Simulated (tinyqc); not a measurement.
Changing the stress X (tension positive): strain, valley repopulation and piezoresistance in a many-valley conduction band. Computed by tinyqc, a small Python program. Command: `OMP_NUM_THREADS=1 python tinyqc.py 3009833 3009834 out.jsonl valleys sweep`. One thread of a shared host (Intel(R) Xeon(R) Processor @ 2.30GHz), about 0.04 s of CPU time with the checks.

Valleys are ellipsoids with mass m_l along the axis a and m_t across it, parabolic, with one constant relaxation time; strain shifts the valleys and leaves the masses alone. Currents are taken along [110], along the load, and along [1-10], across the load.

Inputs (values chosen for the exercise, modelled on germanium):
```
quantity                               value    unit
longitudinal mass m_l                   1.64     m_0
transverse mass m_t                   0.0803     m_0
shear deformation potential Xi_u        16.5      eV
dilation deformation potential Xi_d     -4.5      eV
C11                                      128     GPa
C12                                     47.8     GPa
C44                                     67.1     GPa
electron density n                   7.9e+18  1/cm^3
relaxation time tau                      160      fs
temperature T                            400       K
```

Valley axes: <111> (4 valleys). Load: uniaxial [110].

Constants: k_B = 8.617333262e-05 eV/K; m_0 = 9.1093837015e-31 kg; k_B = 1.380649e-23 J/K; hbar = 1.054571817e-34 J s; e = 1.602176634e-19 C.

Method:
- Compliances S11 = (C11 + C12)/((C11 - C12)(C11 + 2 C12)), S12 = -C12/((C11 - C12)(C11 + 2 C12)), S44 = 1/C44; stress sigma_ij = X n_i n_j for the unit vector n of the load; e_xx = S11 sigma_xx + S12 (sigma_yy + sigma_zz), e_xy = S44 sigma_xy/2 (tensor strain).
- Herring-Vogt shift of a valley with unit axis a: dE = Xi_d tr(e) + Xi_u a.e.a.
- Each of the 4 valleys holds n_v = N_v (2/sqrt(pi)) F_1/2((E_F - dE_v)/(k_B T)), N_v = 2 (m_d k_B T/(2 pi hbar^2))^(3/2), m_d = (m_l m_t^2)^(1/3); E_F solves sum n_v = n and is counted from the unstrained edge.
- F_j(eta) = int_0^infinity x^j/(1 + exp(x - eta)) dx, without a gamma-function factor. It is evaluated after integrating by parts.
- Integrals over x = E/(k_B T) use 160 Gauss-Legendre points in u = sqrt(x) from 0 to sqrt(max(eta, 0) + 32).
- Mobility tensor mu = e tau sum_v (n_v/n) [1/m_t + (1/m_l - 1/m_t) a a^T]; unstrained mu_0 = e tau (1/m_l + 2/m_t)/3; resistivity along d from the inverse tensor, rho_d = d.mu^-1.d/(n e), mobility along d = 1/(d.mu^-1.d); gauge pi_d = (rho_d/rho_0 - 1)/X.

One run for each value; columns: (1) stress X (tension positive) (MPa); (2) mobility along the first direction (cm^2/(V s)); (3) mobility along the second direction (cm^2/(V s)); (4) Fermi level E_F (meV); (5) splitting (highest minus lowest) (meV):
```
(1)     (2)   (3)     (4)    (5)
-2000  1309  3478  -79.71  163.9
-1560  1355  3432  -60.69  127.9
-1110  1475  3312  -42.86   91.0
-667   1730  3057  -28.69   54.7
-222   2147  2640  -19.94   18.2
222    2640  2147  -17.95   18.2
667    3057  1730  -22.72   54.7
1110   3312  1475  -32.93   91.0
1560   3432  1355  -46.74  127.9
2000   3478  1309  -61.82  163.9
```

What does the table show, and why?

Over the rows, mobility along the first direction (cm^2/(V s)) rises from 1310 to 3480; mobility along the second direction (cm^2/(V s)) falls from 3480 to 1310; Fermi level E_F (meV) goes from -79.7 through a maximum among these rows, -18.0 at 222, to -61.8. The sign of the stress decides which valleys drop; electrons gather there, and each direction then sees the mix of light and heavy mass that those valleys present to it, until the upper valleys are empty.

Extremes, crossings and ranges named in words are read from the listed rows.
